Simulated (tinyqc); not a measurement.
# Growth of the error with array size

Square N x N arrays wired as follows: each row is driven at its left end through one segment rw, neighbouring nodes are joined by rw, each column ends in one more rw and a virtual ground. All cells have G = 76.0 uS and all rows V = 0.1 V, so the ideal current is N V G. The nodal equations are solved exactly.

Inputs (values chosen for the exercise):
```
symbol,value,unit,meaning
rw,5,ohm,wire resistance between neighbouring cells
```

Growth of the error with array size:
```
N   ideal (uA)  first column (uA)  last column (uA)  error of the last column (%)  100 N^2 rw G
2        15.20              15.17             15.17                       -0.2086        0.1520
4        30.40              30.27             30.20                       -0.6607        0.6080
6        45.60              45.24             44.98                        -1.356         1.368
8        60.80              60.04             59.41                        -2.285         2.432
12       91.20              88.97             86.83                        -4.789         5.472
16       121.6              116.8             111.8                        -8.041         9.728
20       152.0              143.2             133.9                        -11.88         15.20
```

The error of the last column goes from -0.209 % at N = 2 to -11.9 % at N = 20, as N^(1.79) between N = 4 and 8 and N^(1.75) between the last two rows. The scale N^2 rw G (N segments carrying the current of up to N cells) is 1.06 times the error at N = 8. The last column carries 0.935 of the current of the first at N = 20.

Computed by the program tinyqc: `OMP_NUM_THREADS=1 python tinyqc.py 2880118 2880119 out.jsonl`, one thread of a shared Intel Xeon 2.30GHz, about 0.03 s for the whole run.
